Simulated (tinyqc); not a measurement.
# Inputs raised by 10 %, one at a time

Model: dopants and charged point defects at anneal temperature: Fermi-level effect, clustering and pairing. Computed by tinyqc, a small Python program. Command: `OMP_NUM_THREADS=1 python tinyqc.py 3020190 3020191 out.jsonl pairing sens`. One thread of a shared host (Intel(R) Xeon(R) Processor @ 2.30GHz), about 0.02 s of CPU time with the checks.

Boltzmann statistics and full ionisation of active dopants. Energies are counted from the valence band; the defect (a vacancy or self-interstitial) has five charge states, with all degeneracy factors one.

Inputs (values chosen for the exercise, with bands modelled on silicon):
```
quantity,value,unit
gap at 0 K E_g0,1.17,eV
Varshni alpha,0.000462,eV/K
Varshni beta,633,K
electron mass m_e,0.33,m_0
valleys M_c,6,-
hole mass m_h,0.829,m_0
anneal temperature T,820,K
total dopant density N,4.1e+20,cm^-3
formation enthalpy of the neutral defect H_f,2.49,eV
formation entropy S_f,3.5,k_B
site density N_s,4e+22,cm^-3
intrinsic dopant diffusivity D_i,1.3e-17,cm^2/s
anneal time t,800,s
pair binding energy E_b,0.72,eV
pair configurations Z,6,-
storage temperature T_2,330,K
impurity diffusion prefactor D_0,0.00044,cm^2/s
impurity migration energy E_m,0.61,eV
dielectric constant eps,12.1,-
active dopant density in the stored part N_2,7.3e+16,cm^-3
```

Dopant: acceptor. Second part: pairing with a mobile impurity.

defect levels as fractions of E_g(T): (2+/+), (+/0), (0/-), (-/2-): [0.14, 0.083, 0.66, 0.83]

Constants: m_0 = 9.1093837015e-31 kg; k_B = 1.380649e-23 J/K; h = 6.62607015e-34 J s; k_B = 8.617333262e-05 eV/K; e^2/(4 pi eps_0) = 14.39964548 eV angstrom.

Method:
- E_g = E_g0 - alpha T^2/(T + beta).
- N_c = 2 M_c (2 pi m_e k_B T/h^2)^(3/2) and N_v = 2 (2 pi m_h k_B T/h^2)^(3/2), masses in units of m_0.
- n_i = sqrt(N_c N_v) exp(-E_g/2 k_B T); E_i = E_g/2 + (k_B T/2) ln(N_v/N_c).
- No clustering: A = N.
- p = A/2 + sqrt(A^2/4 + n_i^2) for an active density A.
- chi = n/n_i (for acceptors n_i/p); E_F = E_i + k_B T ln chi; field enhancement h = 1 + A/sqrt(A^2 + 4 n_i^2).
- C_0 = N_s exp(S_f/k_B) exp(-H_f/k_B T). Ratios to the neutral state at E_F = E_i: r_+ = exp((E(+/0) - E_i)/k_B T), r_2+ = r_+ exp((E(2+/+) - E_i)/k_B T), r_- = exp((E_i - E(0/-))/k_B T), r_2- = r_- exp((E_i - E(-/2-))/k_B T); at other E_F state q scales as chi^(-q). The enhancement is sum r_q chi^(-q)/sum r_q. The charge on the defects is left out of neutrality.
- If every charge state of the defect carries the dopant equally well, D = D_i x enhancement x h x (active share A/N, a rough stand-in that overstates the dA/dN which immobile clusters call for), D_i being an input held fixed when T or H_f is moved; diffusion length 2 sqrt(D t).
- An oppositely charged mobile impurity (density M) pairs with the dopant: pairs/free = Z (N_2/N_s) exp(E_b/k_B T_2) for M << N_2; capture radius R = e^2/(4 pi eps eps_0 k_B T_2); D_m = D_0 exp(-E_m/k_B T_2); association rate 4 pi R D_m N_2; dissociation rate = association rate/(pairs/free); tau = 1/(sum of both).
- Trapping slows long-range motion to D_m/(1 + pairs/free).

Runs:
```
input moved,from,to,enhancement over intrinsic,D/D_i,pairing time constant (s),paired share
base run,-,-,441.22,882.4,12.254,1.00000
total dopant density N (cm^-3),4.1e+20,4.51e+20,532.22,1064.4,12.254,1.00000
pair binding energy E_b (eV),0.72,0.792,441.22,882.4,12.254,1.00000
gap at 0 K E_g0 (eV),1.17,1.287,648.29,1296.6,12.254,1.00000
intrinsic dopant diffusivity D_i (cm^2/s),1.3e-17,1.43e-17,441.22,882.4,12.254,1.00000
anneal time t (s),800,880,441.22,882.4,12.254,1.00000
active dopant density in the stored part N_2 (cm^-3),7.3e+16,8.03e+16,441.22,882.4,11.140,1.00000
storage temperature T_2 (K),330,363,441.22,882.4,1.918,0.99999
```

Exponents ln(y'/y) / ln(x'/x):
```
input,enhancement over intrinsic,D/D_i,pairing time constant,paired share
total dopant density N,1.967,1.967,0.00,0
pair binding energy E_b,0.000,0.000,0.00,0
gap at 0 K E_g0,4.037,4.037,0.00,0
intrinsic dopant diffusivity D_i,0.000,0.000,0.00,0
anneal time t,0.000,0.000,0.00,0
active dopant density in the stored part N_2,0.000,0.000,-1.00,0
storage temperature T_2,0.000,0.000,-19.46,0
```

Which inputs matter most for each result?

Among the inputs moved here: enhancement over intrinsic answers most in size to gap at 0 K E_g0 (exponent +4.037), next to total dopant density N (+1.967); its exponent is below 0.0005 for pair binding energy E_b, intrinsic dopant diffusivity D_i, anneal time t, active dopant density in the stored part N_2, storage temperature T_2. D/D_i answers most in size to gap at 0 K E_g0 (exponent +4.037), next to total dopant density N (+1.967); its exponent is below 0.0005 for pair binding energy E_b, intrinsic dopant diffusivity D_i, anneal time t, active dopant density in the stored part N_2, storage temperature T_2. Pairing time constant answers most in size to storage temperature T_2 (exponent -19.460), next to active dopant density in the stored part N_2 (-1.000); its exponent is below 0.0005 for total dopant density N, pair binding energy E_b, gap at 0 K E_g0, intrinsic dopant diffusivity D_i, anneal time t. Its exponent -1.000 in active dopant density in the stored part N_2: association is diffusion-limited, rate 4 pi R D N_2. Paired share hardly depends on these (all exponents below 0.005).

Caution (all rows): the carrier density exceeds the effective density of states, where Boltzmann statistics understate the shift of E_F and so the density of charged defects (gap narrowing, also left out, works the other way). Caution (all rows): so large an enhancement assumes that highly charged defects carry the dopant as well as neutral ones; measured enhancements are far smaller.
